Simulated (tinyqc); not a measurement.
## Resistance of a tapered via with liner, size effect and interface: two fill metals against the diameter

A round via whose diameter grows from db at the bottom as D(z) = db + 2 z/tan(ang). The fill, of diameter D - 2 tl, starts above the bottom liner (thickness fb tl) and has rho = rho0 (1 + ks lam/(D - 2 tl)); the sidewall liner conducts in parallel with it. The bottom liner and the interface are crossed over the full area pi db^2/4. Spreading in the lines above and below is left out.

Slices between z0 = fb tl and hv, evaluated at their midpoints: conductance per length pi/4 [(D - 2 tl)^2/rho + (D^2 - (D - 2 tl)^2)/rl], slice resistance = slice height over that. 2000 slices. R_fill = sum of the slices; R_bottom = rl fb tl/(pi db^2/4); R_interface = ri/(pi db^2/4). The second fill has rho2, lam2 and tl2 in place of rho0, lam and tl.

Values chosen for this exercise; fill metal close to cobalt: height hv = 40 nm; sidewall angle ang = 88 degrees; bulk resistivity of the fill rho0 = 6.2 uohm cm; mean free path of the fill lam = 11.5 nm; size-effect factor ks = 0.9; liner on the sidewall tl = 1.5 nm; liner at the bottom over that on the sidewall fb = 0.7; resistivity of the liner rl = 420 uohm cm; interface resistivity at the bottom ri = 1.1e-12 ohm cm^2; ballistic conductance per area, about 3/(4 rho0 lam) Sb = 1e15 S/m^2; bulk resistivity of the second fill (close to molybdenum) rho2 = 5.17 uohm cm; its mean free path lam2 = 11.1 nm; its liner tl2 = 0.5 nm.

Result of one run:
```
R, first fill (ohm)  R, second fill (ohm)  ratio second/first
18.91                               9.683              0.5121
```

Which diameter at the bottom db gave this result: 6, 8.5, 24 or 70 nm?

db = 24 nm.

The whole series:
```
db (nm)  R, first fill (ohm)  R, second fill (ohm)  ratio second/first
6                      713.4                 229.5              0.3217
8.5                    242.5                 99.79              0.4115
12                     96.56                 45.01              0.4661
17                     41.49                 20.60              0.4966
24                     18.91                 9.683              0.5121
35                     8.295                 4.314              0.5201
49                     4.059                 2.124              0.5231
70                     1.930                 1.012              0.5244
100                   0.9259                0.4858              0.5247
```

The ratio goes from 0.322 to 0.525. The second fill gives the lower R in every row.

Program tinyqc, `OMP_NUM_THREADS=1 python tinyqc.py 2750183 2750184 out.jsonl`; Intel Xeon 2.30GHz, shared host, one thread, about 0.01 s.
